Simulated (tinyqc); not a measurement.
Composition and strain of an epitaxial Si(1-x)Ge(x) layer from Raman and X-ray peaks: one step, computed by the program tinyqc.

A (001) layer, biaxially strained in the plane. The Raman peaks follow empirical lines omega = w0 + c1 x + c3 x^3 + b eps (c3 for Si-Ge alone), with eps the in-plane strain.

Task: Lattice constants and strain. Relaxed lattice constant a(x) = a_Si + (a_Ge - a_Si) x - B x (1 - x). In-plane constant a_par = a_sub + R (a(x) - a_sub); eps = a_par/a(x) - 1; eps_perp = -(2 C12/C11) eps with 2 C12/C11 linear in x; a_perp = a(x) (1 + eps_perp).

Inputs (values chosen for the exercise, modelled on silicon-germanium): Ge fraction x = 0.25; degree of relaxation R = 0.34; lattice constant of Si = 5.431 angstrom; lattice constant of Ge = 5.658 angstrom; bowing B = 0.028 angstrom; 2 C12/C11 of Si = 0.771; 2 C12/C11 of Ge = 0.749.

Substrate: silicon.

Give: relaxed constant a(x); substrate constant a_sub; a_par; in-plane strain eps; strain along the normal; a_perp.

Result:

relaxed constant a(x) = 5.4825 angstrom

substrate constant a_sub = 5.431 angstrom

a_par = 5.44851 angstrom

in-plane strain eps = -6.200 per mille

strain along the normal = 4.746 per mille

a_perp = 5.509 angstrom

The layer is under compression in the plane and is stretched along the normal.
